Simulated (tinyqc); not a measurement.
Enthalpies against pressure: pressure-driven transition between two phases with analytic equations of state. Computed by tinyqc, a small Python program. Command: `OMP_NUM_THREADS=1 python tinyqc.py 3022149 3022150 out.jsonl transition walk`. One thread of a shared host (Intel(R) Xeon(R) Processor @ 2.30GHz), about 0.03 s of CPU time with the checks.

Each phase obeys E = E0 + (B0 V/B') [(V0/V)^B'/(B' - 1) + 1] - B0 V0/(B' - 1), P = (B0/B') [(V0/V)^B' - 1]; E0 = 0 for phase 1 and Delta E0 for phase 2. H = E + P V.

Inputs (values chosen for the exercise, for two model phases):

| quantity | value | unit |
|---|---|---|
| volume V0 of phase 1 | 24.7 | angstrom^3/atom |
| B0 of phase 1 | 26.3 | GPa |
| B' of phase 1 | 3.84 | - |
| volume V0 of phase 2 | 19.9 | angstrom^3/atom |
| B0 of phase 2 | 27.6 | GPa |
| B' of phase 2 | 4.3 | - |
| energy of phase 2 above phase 1, Delta E0 | 0.0091 | eV/atom |

Equation of state: Murnaghan.

Constants: 1 eV/angstrom^3 = 160.2176634 GPa.

Method. Start from P = Delta E0/(V0 of phase 1 - V0 of phase 2); at each P solve P(V) = P for both phases and step P(new) = P - (H_2 - H_1)/(V_2 - V_1); stop when |H_2 - H_1| < 1e-10 eV. At the zero-temperature transition the volume change is V_2/V_1 - 1 and the work is P (V_1 - V_2). For each P solve P(V) = P in both phases.

transition pressure = 0.305838 GPa

V_1 at the transition = 24.4206 angstrom^3

V_2 at the transition = 19.6857 angstrom^3

Both phases:

| P (GPa) | V_1 (angstrom^3) | V_2 (angstrom^3) | H_2 - H_1 (meV/atom) | stable |
|---|---|---|---|---|
| 0.000 | 24.700 | 19.900 | 9.1000 | phase 1 |
| 0.076 | 24.629 | 19.846 | 6.8270 | phase 1 |
| 0.150 | 24.561 | 19.793 | 4.6213 | phase 1 |
| 0.230 | 24.488 | 19.738 | 2.2450 | phase 1 |
| 0.280 | 24.444 | 19.703 | 0.7640 | phase 1 |
| 0.330 | 24.399 | 19.669 | -0.7137 | phase 2 |
| 0.400 | 24.338 | 19.622 | -2.7770 | phase 2 |
| 0.490 | 24.260 | 19.562 | -5.4207 | phase 2 |

What follows from these numbers?

H_2 - H_1 changes with slope V_2 - V_1, from -4.800 to -4.697 angstrom^3 per atom over the table, and passes zero at 0.31 GPa. An error of 10 meV per atom in Delta E0 moves the transition by about 0.34 GPa.
